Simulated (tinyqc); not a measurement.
Grain-boundary trapping model (Seto) of a polycrystalline semiconductor film: one step, computed by the program tinyqc. Command: `OMP_NUM_THREADS=1 python tinyqc.py 3004541 3004542 out.jsonl poly walk`. One thread of a shared host (Intel(R) Xeon(R) Processor @ 2.30GHz), about 0.01 s of CPU time with the checks.

Grains of equal size L are joined by thin boundaries with one trap level. Trapped carriers deplete a width W on each side and raise a barrier, crossed by thermionic emission. Dopants are fully ionised, statistics are non-degenerate and mu_g does not depend on T.

Task: Barrier. N_c(T) = N_c (T/300 K)^(3/2). Filled traps Q = Q_t/(1 + (1/2) exp((E_t* - E_F)/k_B T)), where E_t* = e V_B - E_t and E_F are counted from the band edge at the grain centre. Partial depletion: Q = 2 N W, V_B = e N W^2/(2 eps eps_0), E_F = k_B T ln(N/N_c); solve for W. If that W would exceed L/2 the grain is fully depleted: W = L/2, Q = N L, and E_F follows from the trap equation. Centre density n_0 = N_c exp(E_F/k_B T).

Inputs (values chosen for the exercise, modelled on polycrystalline silicon):
```
quantity                                     value    unit
permittivity eps                              11.7       -
effective density of states at 300 K, N_c  2.7e+19  1/cm^3
grain size L                                    20      nm
trap density Q_t                             2e+12  1/cm^2
trap level E_t below the band edge            0.26      eV
doping N                                   3.8e+17  1/cm^3
temperature T                                  250       K
```

Grain interior: resistance included.

Constants: k_B = 8.617333262e-05 eV/K; e = 1.602176634e-19 C; eps_0 = 8.8541878128e-12 F/m.

Give: depletion width W; barrier V_B; E_F; centre density n_0.

Result:

depletion width W = 10 nm

barrier V_B = 0.02939 V

E_F = -0.2561 eV

centre density n_0 = 1.412e+14 1/cm^3

The grain is fully depleted, and n_0 is 3.72e-4 of N.
